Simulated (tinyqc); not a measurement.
# Via and link resistance from two via chains

Inverse problem. A chain of 5000 vias joined by 5000 metal links has R = 5000 (Rv + Rlink), with Rlink proportional to the link length. Find Rv, Rlink for length L, and the value of Rv that the short chain would give if the links were ignored.

resistance of chains of 5000 links with link lengths L and 3 L (ohm): 50500  64500

Answer. R per link is a straight line in the link length; its intercept at zero length is Rv.

Rv = 8.70 ohm
Rlink = 1.40 ohm
Rv without correction = 10.1 ohm

tinyqc, about 0.01 s, one thread, Intel Xeon 2.30GHz (shared host): `OMP_NUM_THREADS=1 python tinyqc.py 2750088 2750089 out.jsonl`
